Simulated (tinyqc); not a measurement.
Through the band inversion: Shockley state of an s-p chain by decimation.

Each site has s at -d/2 and p at +d/2: H0 = diag(-d/2, d/2). The block to the next site on the right is H1 = [[-ts, u], [-u, tp]] (rows s, p of site n; columns s, p of site n + 1). Bulk: H(k) = [[-d/2 - 2 ts cos k, 2i u sin k], [-2i u sin k, d/2 + 2 tp cos k]]. The bands are inverted at k = pi if d < 2 (ts + tp).

Inputs chosen for the exercise:
```
symbol  value  unit  meaning
ts      0.66   eV    s-s hopping
tp      1.48   eV    p-p hopping
u       1.17   eV    s-p hopping
```

d = f 2 (ts + tp). Gap edges from 201 k points; levels in the gap from an open chain of 60 sites (their mean, and the weight on the two end sites summed over them, divided by their number); a dash: none.

Against d:
```
f     d (eV)  top of lower band (eV)  bottom of upper band (eV)  levels in the gap  mean level (eV)  end weight
0.10   0.428                 -1.5340                     1.1060                  2          -0.0820       0.983
0.30   1.284                 -1.9620                     0.6780                  2          -0.2460       0.904
0.50   2.140                 -1.8900                     0.2500                  2          -0.4100       0.745
0.70   2.996                 -1.4620                    -0.1780                  2          -0.5740       0.506
0.85   3.638                 -1.1410                    -0.4990                  2          -0.6970       0.276
1.15   4.922                 -1.1410                    -0.4990                  0                -           -
1.30   5.564                 -1.4620                    -0.1780                  0                -           -
1.60   6.848                 -2.1040                     0.4640                  0                -           -
```

What does the comparison show?

Levels in the gap appear for f = 0.1, 0.3, 0.5, 0.7 and 0.85 and for none of the other rows; the gap closes at f = 1. The level lies at -0.0820 eV for f = 0.1 and -0.6970 eV for f = 0.85, on the line E = d (ts - tp)/(2 (ts + tp)), and its end weight goes from 0.98 to 0.28: no shift of the surface potential is needed, the inversion alone binds it.

tinyqc: `OMP_NUM_THREADS=1 python tinyqc.py 1451219 1451220 out.jsonl`; about 0.2 s, one thread, shared Intel(R) Xeon(R) Processor @ 2.30GHz.
